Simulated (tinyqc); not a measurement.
Tunnelling through a two-layer gate stack, WKB transmission and Tsu-Esaki current: one step of the calculation.

Electrons leave the emitter at x = 0. Energies E (motion across the layers) are in eV from the emitter Fermi level; the collector Fermi level lies at -V and offers states at every E. No charge in the dielectric and no image force: F1 = V/(t1 + t2 eps1/eps2), F2 = F1 eps1/eps2; U = phi1 - F1 x in layer 1 and phi2 - F1 t1 - F2 (x - t1) in layer 2. With C = hbar^2/(2 m0), kappa = sqrt(m (U - E)/C) where U > E and 0 elsewhere; T(E) = exp(-S), S = 2 times the integral of kappa over x.

Task. WKB exponent in closed form. Each layer adds (2/F) sqrt(m/C) [G(u at its left edge) - G(u at its right edge)] to S, with u = U - E (0 where negative) and G(u) = (2/3) u^1.5. The slope follows from 1/d = -dS/dE.

Inputs (values chosen for the exercise); layer 1 close to silicon dioxide, layer 2 close to hafnium oxide:
```
symbol  value  unit                                                        meaning
phi1     3.07    eV  barrier of layer 1 above the emitter Fermi level at zero bias
m1        0.5    m0                                     tunnelling mass of layer 1
t1        0.9    nm                                           thickness of layer 1
eps1     3.72                                     relative permittivity of layer 1
phi2     1.55    eV                                barrier of layer 2 at zero bias
m2        0.2    m0                                     tunnelling mass of layer 2
t2        3.2    nm                                           thickness of layer 2
eps2     21.4                                     relative permittivity of layer 2
V         1.4     V                                  voltage across the dielectric
E           0    eV                                energy of the electron followed
```

Constants: q = 1.602176634e-19 C, hbar = 1.054571817e-34 J s, m0 = 9.1093837015e-31 kg, hbar^2/(2 m0) = 0.0380998212 eV nm^2. Results are converted to the units shown.

Find: S; T(E); energy d over which T(E) grows by a factor e.

Result.

S = 19.874
T(E) = 2.3375e-9
energy d over which T(E) grows by a factor e = 0.070998 eV

The midpoint rule gives S = 19.883, so its T(E) is 0.92 % below this value. The band edge stays above E through the whole stack: direct tunnelling through a trapezoid.

tinyqc, about 0.04 s, one thread, Intel Xeon 2.30GHz (shared host): `OMP_NUM_THREADS=1 python tinyqc.py 2540076 2540077 out.jsonl`
